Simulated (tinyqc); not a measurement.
Worked calculation: chemical-mechanical planarisation: Preston law, pattern density and step-height reduction. Computed by tinyqc, a small Python program that keeps every step. Command: `OMP_NUM_THREADS=1 python tinyqc.py 3018043 3018044 out.jsonl cmp walk`. One thread of a shared host (Intel(R) Xeon(R) Processor @ 2.30GHz), about 0.01 s of CPU time with the checks. Intermediate numbers are printed to about 6 digits and carried at full precision; extremes and crossings named in words are read from the listed rows.

A row of 10 cells, repeated periodically, holds raised features that cover a share rho of each cell.

Inputs (values chosen for the exercise, close to those used for copper polishing):
```
quantity                          value  unit
Preston coefficient K           8.2e-14  1/Pa
pressure P                           31   kPa
platen and carrier speed             40   rpm
distance between the centres         19    cm
initial step height h0              320    nm
contact height h_c                   51    nm
film above the raised areas z0      600    nm
cell size                             2    mm
planarisation length                2.4    mm
polish time t                        96     s
```

local pattern densities, cell by cell: 0.8  0.9  0.9  0.5  0.5  0.25  0.5  0.6  0.5  0.9

## Blanket rate

With equal rotation speeds the relative speed is uniform, v = omega r_c; Preston rate R0 = K P v.

relative speed v = 0.795870 m/s

blanket rate R0 = 2.02310 nm/s

## Effective density

The stiff pad averages the density: rho_eff(i) = sum_j w_ij rho_j / sum_j w_ij, w = exp(-2 d^2/L^2), L the planarisation length and d the distance between cell centres, summed over all periodic images of cell j.

normalised weights (images included) for cells 0, 1, 2, ... apart: 0.663815  0.165524  0.002566  0.000002  0.000000  0.000000

effective densities: 0.832590  0.882419  0.832506  0.566595  0.459647  0.334304  0.475172  0.566767  0.583532  0.816467

Local densities span 0.25 to 0.9, effective ones 0.334 to 0.882.

## State at time t

While h > h_c only raised areas polish, at R0/rho_eff, until t_c = rho_eff (h0 - h_c)/R0. After that h = h_c exp(-(t - t_c)/tau), tau = rho_eff h_c/R0; low areas polish at R0 (1 - h/h_c) and raised areas at R0 [1 + (1 - rho_eff) h/(rho_eff h_c)]. Removed from raised areas after t_c: h0 - h_c + R0 (t - t_c) + (1 - rho_eff)(h_c - h); from low areas: R0 (t - t_c) - rho_eff (h_c - h). Film left = z0 less the removal from raised areas.

Cells:
```
cell   rho_eff  t_c (s)  step h (nm)  removed, raised (nm)  removed, low (nm)  film left on raised areas (nm)
1     0.832590  110.705      86.7307               233.269             0.0000                         366.731
2     0.882419  117.330      99.9030               220.097             0.0000                         379.903
3     0.832506  110.693      86.7070               233.293             0.0000                         366.707
4     0.566595   75.337      12.0029               327.705            19.7081                         272.295
5     0.459647   61.117       2.5125               365.773            48.2857                         234.227
6     0.334304   44.450       0.1125               407.166            87.2781                         192.834
7     0.475172   63.181       3.2937               360.434            43.7277                         239.566
8     0.566767   75.360      12.0274               327.642            19.6690                         272.358
9     0.583532   77.589      14.5885               321.412            16.0003                         278.588
10    0.816467  108.561      82.1242               237.876             0.0000                         362.124
```

range of film left across the row = 187.069 nm

largest remaining step = 99.9030 nm

thinnest film left = 192.834 nm

6 of 10 cells have reached contact. The cell with the lowest rho_eff has lost the most film from its raised areas.

## Local against global planarity over time

Times are multiples of h0/R0; the range is the largest minus the smallest removal from raised areas.

Steps and range (nm):
```
multiple    t (s)  largest step  smallest step  range across the row  mean removal from raised areas
0.10       15.817       283.736        224.279                59.457                          55.279
0.20       31.635       247.472        128.557               118.915                         110.558
0.30       47.452       211.208         35.719               176.453                         165.645
0.45       71.178       156.812          2.139               192.411                         239.964
0.60       94.904       102.416          0.128               187.354                         300.919
0.80      126.538        33.713          0.003               179.359                         370.987
1.00      158.173         8.132          0.000               176.353                         436.419
1.30      205.625         0.963          0.000               175.510                         532.761
1.70      268.894         0.056          0.000               175.403                         660.798
```

Local steps shrink to 0.056 nm or less, but the range across the row reaches up to 192.4 nm among these rows and ends at 175.4 nm, against the limit (largest - smallest rho_eff) h0 = 175.4 nm: once flat, all cells polish alike and the difference stays. Evener density (dummy fill), a longer planarisation length or a smaller initial step reduces it. Caution: in the last rows the removal passes z0 somewhere, so they describe a thicker film than the one given.

Checks made by the program: volume removed per cell equals R0 t (relative difference below 1e-10).
